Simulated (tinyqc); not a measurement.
Three surfaces against bond counting: Gupta-type many-body potential for a metal. Computed by tinyqc, a small Python program. Command: `OMP_NUM_THREADS=1 python tinyqc.py 3024338 3024339 out.jsonl gupta walk`. One thread of a shared host (Intel(R) Xeon(R) Processor @ 2.30GHz), about 0.01 s of CPU time with the checks.

E_i = sum_j A exp(-p (r_ij/r0 - 1)) - xi rho_i^gamma, with rho_i = sum_j exp(-2 q (r_ij/r0 - 1)); gamma = 1/2 is the tight-binding second-moment form. The crystal is fcc unless stated; d is the neighbour distance and a fixed number of shells is kept.

Inputs (values chosen for the exercise, for a model metal):
```
quantity                  value      unit
repulsion A               0.105        eV
hopping xi                 1.53        eV
decay p                    11.1         -
decay q                    3.14         -
reference distance r0     2.889  angstrom
shells kept                   3         -
embedding exponent gamma   0.45         -
```

Constants: 1 eV/angstrom^3 = 160.2176634 GPa; 1 eV/angstrom^2 = 16.02176634 J/m^2.

Method:
- fcc shells: d sqrt(k), k = 1..5, with 12, 6, 24, 12, 24 atoms; Omega = d^3/sqrt2.
- Equilibrium: dE/dd = 0; B = d^2 E''(d)/(9 Omega).
- Cut the crystal without relaxation; an atom in layer l keeps the neighbours that lie below the surface plane. Excess = E_i + E_c. Surface energy = sum of excesses over the layers, divided by the area per surface atom: (sqrt3/2) d^2 for (111), d^2 for (100), sqrt2 d^2 for (110).
- Bond counting with pair bonds charges E_c/12 for each missing nearest neighbour: 3, 4 and 6 per surface cell.

neighbour distance d = 2.89279 angstrom

cohesive energy E_c = 3.53258 eV

Surfaces:
```
face   missing bonds  excess (eV)  bond counting (eV)    ratio  surface energy (J/m^2)
(111)              3      0.29989              0.8831  0.33957                 0.66299
(100)              4      0.39317              1.1775  0.33389                 0.75276
(110)              6      0.61307              1.7663  0.34709                 0.82998
```

The order of surface energies is (111) < (100) < (110), with (110)/(111) = 1.252 against 1.225 from counting first-neighbour bonds. The excess is 0.33 to 0.35 of the bond-counting value: atoms with fewer neighbours have stronger bonds. Further shells enter the excess but not the count. Caution: relaxation, left out here, lowers surface energies.
